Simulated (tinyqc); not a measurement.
Wafer bonding and layer transfer: bond energy, gap closing, particles, bonding of dissimilar wafers and hydrogen blisters: one step, computed by the program tinyqc.

gamma is the energy per area of each of the two surfaces; plates are isotropic.

Question. Blistering after hydrogen implantation. A flat crack of radius r under a layer of thickness d, as a clamped plate: centre height w = 3 p r^4/(16 E' d^3), volume pi r^2 w/3, energy release G = 3 p^2 r^4/(32 E' d^3), E' = E1/(1 - nu^2). It grows when G = 2 gamma_s. The gas comes from the area pi r^2: p V = (dose x share/2) pi r^2 k_B T, and G = p w/2 = (3/2) N k_B T with N the H2 molecules per area. Share needed: G = 2 gamma_s. The pressure and height at growth are given for r = 10 d.

Inputs (values chosen for the exercise, with wafer 1 close to silicon):
```
quantity                                      value        unit
Young's modulus E1                              161         GPa
Poisson ratio nu                               0.22           -
implant depth d                                 1.3  micrometre
hydrogen dose                                   5.6   1e16/cm^2
share of the dose released as H2               0.08           -
surface energy of the weakened plane gamma_s   0.79       J/m^2
anneal temperature T                            800           K
```

Constants: k_B = 1.380649e-23 J/K.

Give: energy release G; share of the dose needed; pressure at growth; height at growth.

Answer.

energy release G = 0.3711 J/m^2

share of the dose needed = 0.3406

pressure at growth = 14.81 MPa

height at growth = 213.4 nm

The released gas does not suffice by this estimate. In this plate limit G depends on neither r nor d.
